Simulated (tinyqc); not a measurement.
Thermal RC ladder, step response: one step of the calculation.

A ladder of 2 nodes: R_i joins node i to node i + 1, the last R to the ambient; C_i is the heat capacity of node i; theta is the rise above ambient, zero at t = 0. d theta/dt = -A theta + b with b = (Pw/C_1, 0, ...), times in ms.

Task. One time step. Explicit Euler: theta(new) = theta + dt (b - A theta).

Inputs (values chosen for the exercise):

| symbol | value | unit | meaning |
|---|---|---|---|
| C | [0.44, 5] | mJ/K | heat capacities of the nodes |
| Pw | 22 | W | power at node 1 from t = 0 |
| dt | 0.29 | ms | time step |

A (1/ms):
```
            node 1      node 2
node 1   9.0909091  -9.0909091
node 2  -0.8000000   1.0000000
```

theta after step 1 (K): node 1 14.500000, node 2 0.000000

Find: theta after step 2.

Result.

theta after step 2 (K): node 1 -9.2273, node 2 3.3640

Numbers from tinyqc (`OMP_NUM_THREADS=1 python tinyqc.py 2520124 2520125 out.jsonl`; about 0.01 s on one thread of a shared Intel Xeon 2.30GHz).
